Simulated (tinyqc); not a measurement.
# Changing the mean distance of the electrons z0 = 3/b

Model: scattering of inversion-layer electrons by surface optical phonons of the gate insulator (remote phonon scattering). Computed by tinyqc, a small Python program. Command: `OMP_NUM_THREADS=1 python tinyqc.py 3110901 3110902 out.jsonl sophonon sweep`. One thread of a shared host (Intel(R) Xeon(R) Processor @ 2.30GHz), about 0.03 s of CPU time with the checks.

One subband with the Fang-Howard envelope; insulator and channel are half-spaces, the gate is far away, and an interlayer only moves the polar surface away by t (its own modes and its permittivity contrast are left out).

Inputs (values chosen for the exercise, modelled on AlN on silicon): static constant of the insulator eps_0s = 8.91; intermediate constant eps_i = 7.22; optical constant eps_inf = 4.72; hbar omega_TO1 = 79.1 meV; hbar omega_TO2 = 87.3 meV; constant of the channel eps_s = 11.7; in-plane mass m = 0.195 m_0; valleys g_v = 2; sheet density n = 7.8e+11 1/cm^2; interlayer thickness t = 1 nm; temperature T = 250 K; electron energy E = 90 meV; mobility from other processes = 300 cm^2/(V s).

Screening by the channel electrons: none.

Constants: k_B = 8.617333262e-05 eV/K; hbar^2/(2 m_0) = 3.80998212 eV angstrom^2; e^2/(4 pi eps_0) = 14.39964548 eV angstrom; hbar = 6.582119569e-16 eV s; e = 1.602176634e-19 C; m_0 = 9.1093837015e-31 kg.

Method:
- eps(w) = eps_inf + (eps_0s - eps_i) w1^2/(w1^2 - w^2) + (eps_i - eps_inf) w2^2/(w2^2 - w^2). Surface modes solve eps(w) + eps_s = 0, a quadratic in w^2; the strength of a mode is g = 2/(w d eps/dw).
- Occupation N = 1/(exp(hbar w/(k_B T)) - 1).
- Density of states D = g_v m/(pi hbar^2); eta = E_F/(k_B T) = ln(exp(n/(D k_B T)) - 1); screening wave number q_s = e^2 D/(2 eps_0 eps_avg) x 1/(1 + exp(-eta)), eps_avg = (eps_s + eps_inf)/2; b = 3/z0.
- For a mode of strength g, without the occupation factor, Area x |M(q)|^2 = e^2 hbar w g/(2 eps_0 q) x (b/(b + q))^6 exp(-2 q t).
- Approximate momentum relaxation rate, taking tau v alike in the initial and final states: 1/tau = (m/(2 pi hbar^3)) sum over modes and over absorption (N, E' = E + hbar w) and emission (N + 1, E' = E - hbar w > 0) of [(1 - f(E'))/(1 - f(E))] int_0^(2 pi) Area |M(q)|^2 (1 - cos theta) d theta, q^2 = k^2 + k'^2 - 2 k k' cos theta, f the Fermi function; 48 midpoints in theta from 0 to pi.
- mu = (e/m) int tau E f (1 - f) dE/(k_B T int f dE), by 300 midpoints from 0 to (max(eta, 0) + 14) k_B T; Matthiessen sum with the other processes.

One run for each value; columns: (1) mean distance of the electrons z0 = 3/b (nm); (2) remote-phonon mobility (cm^2/(V s)); (3) loss of mobility (%); (4) tau at E (fs):
```
(1)         (2)       (3)         (4)
0.8  3.8562e+05  0.077737  3.6063e+03
1.1  5.6698e+05  0.052884  5.1629e+03
1.5  9.0045e+05  0.033306  8.0393e+03
3.0  3.6243e+06  0.008277  3.2394e+04
4.1  8.1294e+06  0.003690  7.4603e+04
5.8  2.2972e+07  0.001306  2.2064e+05
8.0  6.8991e+07  0.000435  6.9790e+05
```

Give the missing row, mean distance of the electrons z0 = 3/b (nm) = 2.1.

Computed row; columns: (1) mean distance of the electrons z0 = 3/b (nm); (2) remote-phonon mobility (cm^2/(V s)); (3) loss of mobility (%); (4) tau at E (fs):
```
(1)         (2)       (3)         (4)
2.1  1.6579e+06  0.018092  1.4671e+04
```

Interpolating between the two neighbouring rows (the first column on a logarithmic scale, the others too where they are positive) misses most in tau at E (fs), by 7.8 %. Over the rows, remote-phonon mobility (cm^2/(V s)) rises from 386000 to 6.90e7 (exponent d ln y / d ln x 1.2 between the first rows and 3.4 between the last); loss of mobility (%) falls from 0.0777 to 4.35e-4 (exponent d ln y / d ln x -1.2 between the first rows and -3.4 between the last); tau at E (fs) rises from 3610 to 698000 (exponent d ln y / d ln x 1.1 between the first rows and 3.6 between the last).

Caution (all rows): a relaxation time is only an approximation for inelastic scattering, and static or no screening brackets the true dynamic screening only roughly.
